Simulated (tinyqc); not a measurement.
Thickness of the film: ellipsoidal valleys in the axes of a wafer and a channel.

Valleys with axes a along [111], [1-1-1], [-11-1] and [-1-11], one whole valley each; inverse mass tensor w = 1/mt + (1/ml - 1/mt) a a. Device axes: z = nz/|nz|, x = nx/|nx|, y = z cross x; in them a = (ax, ay, az). Confinement mass mz = 1/w_zz. In the plane w_ij is replaced by u_ij = w_ij - w_iz w_jz/w_zz (i, j = x, y); density-of-states mass md = 1/sqrt(det u); conductivity mass along x mc = 1/u_xx; ballistic transport mass mx = u_yy/det u, width mass my = 1/u_yy.

Hard walls: E_n = c (n pi/t)^2/mz, c = hbar^2/2m0, n = 1, 2, 3. Non-degenerate share of a valley proportional to md sum_n exp(-E_n/kT); mean 1/mc = sum of share/mc. 1 nm = 10 angstrom.

Constants: hbar^2/2m0 = 3.80998211 eV angstrom^2; kB = 8.617333262e-05 eV/K.

Parameters, chosen for this exercise (near those of the L valleys of GaAs; the results hold for these values, not for the real material):
- ml = 1.928 m0 (longitudinal mass)
- mt = 0.078 m0 (transverse mass)
- nz = (1, 1, 1) (surface normal (confinement))
- nx = (1, -1, 0) (channel direction)
- T = 77 K (temperature)

Share of the lowest ladder and mean conductivity mass.

Results:
```
t (nm)  lowest E1 (meV)  spread of E1 (meV)  share of the lowest ladder  mean mc
2.0                48.8              1028.0                       1.000   0.0780
3.0                21.7               456.9                       1.000   0.0780
5.0                 7.8               164.5                       1.000   0.0780
7.0                 4.0                83.9                       1.000   0.0780
10.0                2.0                41.1                       0.981   0.0787
14.0                1.0                21.0                       0.765   0.0879
```

Give the missing row, t (nm) = 4.0.

Computed row:
```
t (nm)  lowest E1 (meV)  spread of E1 (meV)  share of the lowest ladder  mean mc
4.0                12.2               257.0                       1.000   0.0780
```

The spread falls as 1/t^2 and stays above kT = 6.6 meV; the share of the lowest ladder goes from 1.000 to 0.765 and the mean mass goes from 0.0780 to 0.0879, against 0.1215 for equal shares, the limit of a thick film (the bulk value 3/(1/ml + 2/mt) is 0.1147; the two differ since axes are tilted in the x-z plane and in a quantised film no valley carries current across it; once scattering blurs the subbands the bulk value returns). Three subbands a valley become too few once E3 nears kT.

tinyqc: `OMP_NUM_THREADS=1 python tinyqc.py 1880122 1880123 out.jsonl`; about 0.01 s, one thread, shared Intel(R) Xeon(R) Processor @ 2.30GHz.
